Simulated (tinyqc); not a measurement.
Capillary instabilities by surface diffusion: grooving and agglomeration of films, edge retraction, wire break-up and smoothing of roughness. Changing the grain-boundary energy gamma_b. Computed by tinyqc, a small Python program. Command: `OMP_NUM_THREADS=1 python tinyqc.py 3010713 3010714 out.jsonl dewet sweep`. One thread of a shared host (Intel(R) Xeon(R) Processor @ 2.30GHz), about 0.01 s of CPU time with the checks.

Isotropic surface energy; shapes change by surface diffusion alone.

Inputs (values chosen for the exercise, for a model film):
```
quantity                    value        unit
surface energy gamma_s       2.39       J/m^2
interface energy gamma_i      1.5       J/m^2
atomic volume Omega          11.1  angstrom^3
surface sites nu               14      1/nm^2
prefactor D0              5.5e-05       m^2/s
activation energy Q          1.56          eV
temperature T                1308           K
time t                         72           s
film thickness h               16          nm
grain radius R                 44          nm
```

Grooves: at the surface and the interface.

Constants: k_B = 8.617333262e-05 eV/K; k_B = 1.380649e-23 J/K.

Method:
- B = D_s nu gamma_s Omega^2/(k_B T), D_s = D0 exp(-Q/(k_B T)).
- Groove angle beta: sin(beta) = gamma_b/(2 gamma). For circular grains of radius R with spherical caps the groove ends (measured from the mean surface) at the depth R g(beta), g = (2 - 3 cos beta + cos^3 beta)/(3 sin^3 beta). The film parts if R [g(beta_s) + g(beta_i)] > h.
- Mullins' isolated groove: depth below the flat surface d = 0.780 m (B t)^(1/4), m = tan(beta_s), width between the ridges 4.6 (B t)^(1/4); time to reach h: (h/(0.780 m))^4/B.

One run for each value:
```
grain-boundary energy gamma_b (J/m^2)  critical R/h  beta_s (degrees)  time to reach the substrate (s)
0.239                                        30.798             2.866                       2.3012e+03
0.444                                        16.512             5.330                       1.9083e+02
0.649                                        11.223             7.803                       4.0980e+01
0.854                                         8.451            10.292                       1.3296e+01
1.060                                         6.727            12.812                       5.4037e+00
1.260                                         5.575            15.284                       2.5923e+00
1.470                                         4.688            17.911                       1.3248e+00
1.670                                         4.034            20.449                       7.4779e-01
```

Over the rows, critical R/h falls from 30.8 to 4.03 (exponent d ln y / d ln x -1.0 between the first rows and -1.2 between the last); beta_s (degrees) rises from 2.87 to 20.4 (exponent d ln y / d ln x about 1.0 throughout); time to reach the substrate (s) falls from 2300 to 0.748 (exponent d ln y / d ln x -4.0 between the first rows and -4.5 between the last). At the low end the exponent of critical R/h is -1.01, close to -1: g is about beta/4 for small angles.

Caution (all rows): the grains are too small for the surface groove ever to reach the depth h.
